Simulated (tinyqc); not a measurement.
Size effects in the resistivity of thin metal films and interconnect lines: one step, computed by the program tinyqc. Command: `OMP_NUM_THREADS=1 python tinyqc.py 3021956 3021957 out.jsonl size walk`. One thread of a shared host (Intel(R) Xeon(R) Processor @ 2.30GHz), about 0.01 s of CPU time with the checks.

Electrons lose their drift at surfaces (a share 1 - p of the hits) and at grain boundaries (reflection R), besides bulk scattering. The line sits in a trench with a non-conducting liner on both walls and the bottom; the spacing equals the drawn width.

Question. Grain boundaries. Mayadas-Shatzkes: alpha = (lambda/D) R/(1 - R); rho_b/rho = 1 - 3 alpha/2 + 3 alpha^2 - 3 alpha^3 ln(1 + 1/alpha).

Inputs (values chosen for the exercise, modelled on copper): bulk mean free path lambda = 39.5 nm; grain-boundary reflection R = 0.39.

Geometry: line.

grain size D = 7.686 nm

Give: alpha; rho/rho_b from grains.

Answer.

alpha = 3.286

rho/rho_b from grains = 5.439

The linear estimate 1 + 3 alpha/2 gives 5.929, 9 % high; at large alpha the slope is 4/3.
